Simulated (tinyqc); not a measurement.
Frenkel-Kontorova chain: a misfit dislocation (kink) in a monolayer on a periodic substrate: one step, computed by the program tinyqc.

E = sum_j [(k/2)(x_(j+1) - x_j - b)^2 + (W/2)(1 - cos(2 pi x_j/a))], x_j = a (j + u_j). A kink takes u from 0 to 1: the chain is stretched by one period and has one atom fewer than wells.

Problem. Continuum limit. l0 = sqrt(k a^2/(2 W)); kink u(j) = (2/pi) arctan exp(pi j/l0); kink energy at f = 0: E0 = (4/pi) W l0; with misfit E0 - k a^2 f; kinks become favourable at f_c = 2/(pi l0), and a coherent chain with free ends loses stability at f_m = 1/l0. Lowest vibration of the flat chain: nu0 = 15.6333042 THz x sqrt(2 pi^2 W/(a^2 M)).

Inputs (values chosen for the exercise, for a model overlayer):
```
quantity              value           unit
spring constant k      3.99  eV/angstrom^2
substrate period a     3.95       angstrom
corrugation W          5.14             eV
misfit f = (b - a)/a    0.3              -
atomic mass M          28.3              u
```

Constants: nu for 1 eV/(angstrom^2 u) = 15.6333042 THz.

Give: kink width l0; kink energy E0; kink energy with misfit; critical misfit f_c; limit f_m; gap frequency nu0.

Solution.

kink width l0 = 2.461

kink energy E0 = 16.10 eV

kink energy with misfit = -2.571 eV

critical misfit f_c = 0.2587

limit f_m = 0.4064

gap frequency nu0 = 7.494 THz

f_c < f < f_m: kinks lower the energy, but must enter over a barrier at the ends. Caution: a corrugation above 1 eV is larger than real overlayers usually show; it is chosen to keep the kink narrow. Caution: for l0 below about 3 the kink spans few atoms, and the continuum kink energy is off by about 2 per cent or more.
